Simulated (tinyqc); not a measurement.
Classical Heisenberg spin chain: exact results, Metropolis, heat-bath and over-relaxation steps, and a Monte Carlo run: one step, computed by the program tinyqc. Command: `OMP_NUM_THREADS=1 python tinyqc.py 3130165 3130166 out.jsonl heismc walk`. One thread of a shared host (Intel(R) Xeon(R) Processor @ 2.30GHz), about 0.2 s of CPU time with the checks.

E = -J sum_i s_i . s_(i+1) for unit vectors s_i on an open chain; K = J/(k_B T).

Problem. Four single-spin steps. The given spins are first normalised. Spins 2 and 3 are updated in turn, with h = K (sum of the two neighbours). Trial spin with z = 2 r1 - 1 and azimuth 2 pi r2; it is accepted if r3 < min(1, exp(h . s_trial - h . s_old)).

Inputs (values chosen for the exercise, for a model chain of large moments): temperature T = 69.1 K.

Update: Metropolis.

four neighbouring spins (rows; components x, y, z):
```
[[0.4032, -0.2700, 0.8744],
 [-0.1378, 0.1289, -0.9820],
 [-0.6287, 0.1921, -0.7535],
 [-0.8438, 0.4914, 0.2158]]
```

random numbers, one row a step:
```
[[0.3617, 0.3323, 0.0252],
 [0.6682, 0.7926, 0.4687],
 [0.3765, 0.5251, 0.5881],
 [0.0097, 0.0609, 0.8384]]
```

K = -6.213707

Give: the table «Steps» with the columns |h|, h . s before, h . s trial, acceptance, accepted, x, y, z.

Solution.

Steps:
```
spin     |h|  h . s before  h . s trial  acceptance  accepted         x         y        z
2      1.662         0.607      -0.0538      0.5166       yes  -0.47508   0.83534  -0.2766
3     11.630        -7.021       9.6552      1.0000       yes   0.24906  -0.90819   0.3364
2     11.253        10.122       4.6227      0.0041        no  -0.47508   0.83534  -0.2766
3     11.630         9.655       0.5164      0.0001        no   0.24906  -0.90819   0.3364
```
